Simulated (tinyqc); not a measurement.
On-chip interconnect, size-dependent resistivity and RC delay: two steps of the calculation.

A rectangular line between two neighbours and two ground planes. Surface and grain-boundary scattering are added to the bulk resistivity as corrections; capacitances are parallel-plate values without fringing; inductance is ignored.

Inputs (values chosen for the exercise); metal values close to those of cobalt: line length Lw = 48 um; driver resistance Rd = 2800 ohm; load capacitance Cl = 0.11 fF; time step dt = 3.6 ps.

Task 1. Ladder and Elmore delays. 5 equal pi sections: series Rs = r Lw/5; node capacitances c Lw/5, halved at nodes 0 and 5, with Cl added to node 5; Rd feeds node 0. Elmore delay of node k: the sum, over the resistors on the path to k, of resistance times all capacitance downstream of it.

r = 34.407518 ohm/um
c = 0.14470823 fF/um

Wanted: Rs; C; Elmore delay.

Result 1.

Rs = 330.3 ohm

| node | C (fF) | Elmore delay (ps) |
|---|---|---|
| 0 | 0.6946 | 19.76 |
| 1 | 1.389 | 21.86 |
| 2 | 1.389 | 23.50 |
| 3 | 1.389 | 24.68 |
| 4 | 1.389 | 25.41 |
| 5 | 0.8046 | 25.67 |

The far-end value equals Rd (c Lw + Cl) + r Lw (c Lw/2 + Cl) for any number of pi sections; the line resistance contributes 23.0 % of it.

Task 2. Node voltages after a time step. A 1 V step is applied behind Rd at t = 0. C dv/dt = -G v + b, with G the conductance matrix of the ladder (1/Rs between neighbours, 1/Rd added at node 0) and b = (1 V/Rd, 0, ...). Trapezoidal step: (C/dt + G/2) v(new) = (C/dt - G/2) v + b.

Rs = 330.31218 ohm

| node | C (fF) | v at t = 0 (V) |
|---|---|---|
| 0 | 0.69459948 | 0 |
| 1 | 1.3891990 | 0 |
| 2 | 1.3891990 | 0 |
| 3 | 1.3891990 | 0 |
| 4 | 1.3891990 | 0 |
| 5 | 0.80459948 | 0 |

Give: v at t = 1 dt.

Result 2.

| node | v at t = 1 dt (V) |
|---|---|
| 0 | 0.37318 |
| 1 | 0.22883 |
| 2 | 0.14282 |
| 3 | 0.09321 |
| 4 | 0.06737 |
| 5 | 0.05870 |

Numbers from tinyqc (`OMP_NUM_THREADS=1 python tinyqc.py 2100068 2100069 out.jsonl`; about 0.01 s on one thread of a shared Intel Xeon 2.30GHz).
